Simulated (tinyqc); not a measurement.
Hot electrons in a saturated n-channel MOSFET, lucky-electron model: two steps of the calculation.

Beyond pinch-off the lateral field grows as Esat cosh(y/l) over the velocity-saturated region (pseudo-two-dimensional model). Impact ionisation in this region gives the substrate current, which biases the body forward through Rsub. Currents are per width. Local-field laws: they overstate ionisation when the field peak is narrower than an energy relaxation length.

Inputs (values chosen for the exercise); values close to those of silicon n-channel devices: channel length L = 0.5 um; oxide thickness tox = 12 nm; junction depth xj = 160 nm; threshold VT = 0.52 V; effective mobility mu = 370 cm^2/(V s); saturation velocity vs = 8.7e6 cm/s; ionisation prefactor Ai = 2e6 1/cm; ionisation field Bi = 1.78 MV/cm; resistance of the lightly doped drain Rd = 200 ohm um; substrate resistance Rsub = 20000 ohm um; fall of VT per volt of forward body bias kb = 0.5; drain voltage Vd = 3.7 V; gate voltage Vg = 2.1 V.

Constants: eps0 = 8.8541878128e-14 F/cm where lengths are in cm. Results are converted to the units shown.

Problem 1. Length and field scales. Cox = 3.9 eps0/tox, l = sqrt(3 tox xj), Esat = 2 vs/mu.

Give: Cox; l; Esat; Esat L.

Solution 1.

Cox = 0.2878 uF/cm^2
l = 75.89 nm
Esat = 0.04703 MV/cm
Esat L = 2.351 V

Problem 2. Body bias from the substrate current. Cox = 3.9 eps0/tox. Overdrive g = Vg - VT + kb Vb; Vdsat = g Esat L/(g + Esat L); Id = Cox vs (g - Vdsat); dV = Vd - Id Rd - Vdsat; Em = sqrt((dV/l)^2 + Esat^2); Isub = Id (Ai/Bi) l Em exp(-Bi/Em). Vb(new) = Rsub Isub.

Vb after iteration 1 = 0.071707659 V
l = 75.894664 nm
Esat = 0.047027027 MV/cm

Find: Vdsat; Id; dV; Em; Isub; Vb after iteration 2.

Solution 2.

Vdsat = 0.95771 V
Id = 164.77 uA/um
dV = 2.7093 V
Em = 0.36007 MV/cm
Isub = 3.6071 uA/um
Vb after iteration 2 = 0.072141 V

Computed by the program tinyqc: `OMP_NUM_THREADS=1 python tinyqc.py 2550152 2550153 out.jsonl`, one thread of a shared Intel Xeon 2.30GHz, about 0.01 s for the whole run.
